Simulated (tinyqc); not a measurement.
Inside a calculation: carrier statistics of a doped semiconductor with parabolic bands. Values are carried at full precision from step to step, so a last printed digit may differ when a step is redone from the rounded ones.

Constants: kB = 8.617333262e-05 eV/K; hbar^2/2m0 = 3.80998211 eV angstrom^2.

Parameters, chosen for this exercise (near those of GaP; shifted at random, so the results belong to these values and not to a real crystal): Eg0 = 2.31 eV (gap at 0 K); al = 0.000576 eV/K (Varshni alpha); be = 356 K (Varshni beta); T = 400 K; ml = 2.04 m0 (longitudinal electron mass); mt = 0.26 m0 (transverse electron mass); Mv = 3 (equivalent valleys); mhh = 0.814 m0 (heavy-hole mass); mlh = 0.144 m0 (light-hole mass); ND = 5.1e+18 1/cm^3 (donors); NA = 8e+18 1/cm^3 (acceptors); ED = 0.0929 eV (donor level below Ec); EA = 0.0529 eV (acceptor level above Ev).

## Gap and thermal energy

Eg(T) = Eg0 - al T^2/(T + be) (Varshni).

Eg = 2.18810 eV
kT = 0.034469 eV

The gap has shrunk by 121.9 meV from 0 K and is 63.5 kT wide.

## Effective densities of states

m_de = Mv^(2/3) (ml mt^2)^(1/3); m_dh = (mhh^(3/2) + mlh^(3/2))^(2/3); N = 2 (m kB T/(4 pi c))^(3/2) with c = hbar^2/2m0, in 1/angstrom^3; times 1e24 for 1/cm^3.

m_de = 1.0747 m0
m_dh = 0.8539 m0
Nc = 4.3042e+19 1/cm^3
Nv = 3.0485e+19 1/cm^3

The light holes supply 6.9 % of Nv, and Nc/Nv = 1.41.

## Intrinsic density and level

With Boltzmann statistics ni = sqrt(Nc Nv) exp(-Eg/2kT) and Ei = Eg/2 + (kT/2) ln(Nv/Nc), counted from Ev.

ni = 5.95e+05 1/cm^3
Ei = 1.0881 eV

Ei lies 5.9 meV below midgap, towards the band with the smaller density of states.

## Neutrality by bisection

Energies are counted from Ev, so Ec = Eg. n = Nc F_1/2((EF - Eg)/kT), p = Nv F_1/2(-EF/kT), ND+ = ND/(1 + 2 exp((EF - Eg + ED)/kT)), NA- = NA/(1 + 4 exp((EA - EF)/kT)); neutrality asks p + ND+ = n + NA-. F_j(eta) = (1/Gamma(j + 1)) integral_0^infinity x^j dx/(1 + exp(x - eta)), which tends to exp(eta) for eta << 0.

Start from the bracket [-0.2 eV, Eg + 0.2 eV]; at the midpoint EF take the sign of p + ND+ - n - NA-; where it is positive EF must rise. Fourteen steps are shown.

Bisection (eV, 1/cm^3):
```
step       low     high       EF         n         p       ND+       NA-  sign
1     -0.20000  2.38810  1.09405  7.07e+05  5.01e+05  5.10e+18  8.00e+18     -
2     -0.20000  1.09405  0.44702   0.00498  7.11e+13  5.10e+18  8.00e+18     -
3     -0.20000  0.44702  0.12351  4.18e-07  8.39e+17  5.10e+18  5.28e+18     +
4      0.12351  0.44702  0.28527  4.56e-05  7.76e+15  5.10e+18  7.96e+18     -
5      0.12351  0.28527  0.20439  4.37e-06  8.10e+16  5.10e+18  7.62e+18     -
6      0.12351  0.20439  0.16395  1.35e-06  2.61e+17  5.10e+18  6.90e+18     -
7      0.12351  0.16395  0.14373  7.52e-07  4.69e+17  5.10e+18  6.22e+18     -
8      0.12351  0.14373  0.13362  5.61e-07  6.27e+17  5.10e+18  5.78e+18     -
9      0.12351  0.13362  0.12857  4.84e-07  7.25e+17  5.10e+18  5.53e+18     +
10     0.12857  0.13362  0.13109  5.21e-07  6.74e+17  5.10e+18  5.66e+18     +
11     0.13109  0.13362  0.13236  5.40e-07  6.50e+17  5.10e+18  5.72e+18     +
12     0.13236  0.13362  0.13299  5.50e-07  6.39e+17  5.10e+18  5.75e+18     -
13     0.13236  0.13299  0.13267  5.45e-07  6.44e+17  5.10e+18  5.73e+18     +
14     0.13267  0.13299  0.13283  5.48e-07  6.42e+17  5.10e+18  5.74e+18     +
```

Each step halves the bracket, which is 0.316 meV wide at the last row.

## The neutral state

Solve the neutrality condition for EF to convergence.

EF = 0.1328 eV
n = 5.48e-07 1/cm^3
p = 6.41e+17 1/cm^3
ND+ = 5.10e+18 1/cm^3
NA- = 5.74e+18 1/cm^3

The material is p-type; 71.8 % of the acceptors are ionised. EF lies 3.85 kT inside the gap from the valence edge, so Boltzmann statistics would serve; n p/(Nc Nv exp(-Eg/kT)) = 0.993. Both dopants are dense enough here for band tails and pairing, which sharp levels leave out.

## Checks

- F_1/2(1) by the trapezoid rule against adaptive quadrature: both 1.575641.
- Positive against negative charge at the solution (1/cm^3): both 5.74138e+18.

Run: tinyqc, `OMP_NUM_THREADS=1 python tinyqc.py 1650101 1650102 out.jsonl`; Intel(R) Xeon(R) Processor @ 2.30GHz, one thread, shared host; about 0.01 s of CPU time with all checks.
